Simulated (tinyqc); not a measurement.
Binding against well width: donor or exciton in a quantum well (variational effective-mass method). Computed by tinyqc, a small Python program. Command: `OMP_NUM_THREADS=1 python tinyqc.py 3001181 3001182 out.jsonl welldonor walk`. One thread of a shared host (Intel(R) Xeon(R) Processor @ 2.30GHz), about 0.02 s of CPU time with the checks.

Electron and hole in their lowest subbands f(z) = cos(pi z/L); relative in-plane motion exp(-rho/lambda) (separable trial function), H = -nabla_rho^2 - 2/sqrt(rho^2 + (z_e - z_h)^2) in effective units. Mass and screening are the same in well and barrier; l = L/a* is the width in effective units. Bands are flat: no polarisation or applied field.

Inputs (values chosen for the exercise, for a model semiconductor):
```
quantity                 value  unit
electron mass m          0.245   m_0
dielectric constant eps   8.66     -
well width L               1.5    nm
in-plane hole mass m_h   0.346   m_0
```

Centre: exciton. Barriers: infinite.

Constants: Ry = 13.605693123 eV; a_0 = 0.529177210903 angstrom; hbar^2/(2 m_0) = 3.80998212 eV angstrom^2.

Method:
- mu = m m_h/(m + m_h) takes the place of m; Ry* = Ry m/eps^2, a* = a_0 eps/m; l = L/a*.
- k = pi/l; f = cos(k z) inside and zero outside.
- Binding E_b(lambda) = -1/lambda^2 + (8/lambda^2) int_0^l P(z) g(z) dz, with P(z) = (2/l) [(1 - z/l)(1 + cos(2 pi z/l)/2) + (3/(4 pi)) sin(2 pi z/l)] the distribution of |z_e - z_h| and g(z) = int_z^infinity exp(-2 sqrt(r^2 - z^2)/lambda) dr = int_0^infinity exp(-2 rho/lambda) rho/sqrt(rho^2 + z^2) d rho; 40 Gauss-Legendre points in z and 40 in t with rho = lambda t/(1 - t).
- Each row maximises over lambda (golden section, 0.3 to 4).

a* = 3.19495 nm

Ry* = 26.0219 meV

Against width:
```
L (nm)  lambda (a*)  binding (Ry*)  binding (meV)
0.83        0.64280         3.0327         78.918
1.50        0.72272         2.6356         68.584
2.70        0.83704         2.1947         57.111
4.80        0.99397         1.7567         45.712
```

What follows from these numbers?

The binding is largest in the narrowest well, 3.033 Ry* at 0.83 nm, on the way to 4. In the widest well it is 1.757 Ry*. In the narrow rows the confinement energy passes real barrier heights: infinite walls and a parabolic band fail, and with real barriers the binding peaks and falls. Caution: so narrow a well has large confinement energy, where non-parabolicity and barrier penetration matter.

Extremes, crossings and ranges named in words are read from the listed rows.
